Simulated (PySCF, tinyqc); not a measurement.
Starting guesses with plain Roothaan steps: SCF starting guesses in the sto-3g basis, for H2, spin multiplicity 1. Computed by the program tinyqc with PySCF. RHF with one setting changed at a time; a run stops when the energy changes by less than 1e-09 hartree and the error matrix is below 1e-5. Starts: the lowest orbitals of the core Hamiltonian, of the Wolfsberg-Helmholz matrix (K = 1.75), projected atomic densities, random orbitals, and the highest orbitals of the core Hamiltonian (a deliberately bad start).

Geometry (angstrom):
```
atom       x       y       z
H     0.0000  0.0000  0.0000
H     0.0000  0.0000  1.3460
```

lowest restricted solution found by these runs and by PySCF = -0.958470 hartree

Largest element of the error matrix X^T (FDS - SDF) X:
```
iteration     core  Wolfsberg-Helmholz  atomic densities   random  highest core orbitals
1          2.3e-16             2.2e-16           6.0e-17  2.8e-01                7.7e-17
2          2.6e-16             2.3e-16           2.5e-16  2.0e-01                7.7e-17
3                -                   -           2.3e-16  2.5e-02                      -
4                -                   -                 -  3.1e-03                      -
5                -                   -                 -  3.8e-04                      -
6                -                   -                 -  4.7e-05                      -
8                -                   -                 -  7.1e-07                      -
```

How each run ends:
```
run                    iterations  E (hartree)         state
core                            2    -0.958470  lowest found
Wolfsberg-Helmholz              2    -0.958470  lowest found
atomic densities                3    -0.958470  lowest found
random                          8    -0.958470  lowest found
highest core orbitals           2    -0.310991        higher
```

What does the comparison show, and why?

4 of 5 runs reach the lowest restricted solution found, in 2 to 8 iterations (fastest: core, Wolfsberg-Helmholz). Ending on a higher stationary point: highest core orbitals; a small error matrix cannot reveal that, and an occupation fixed by the start is kept by symmetry or by the shape of the basin. The first errors are 2e-16, 2e-16, 6e-17, 3e-01, 8e-17. The restricted reference is unstable here: a spin-polarised solution lies 0.0177 hartree lower (PySCF), so results built on it describe a poor reference.
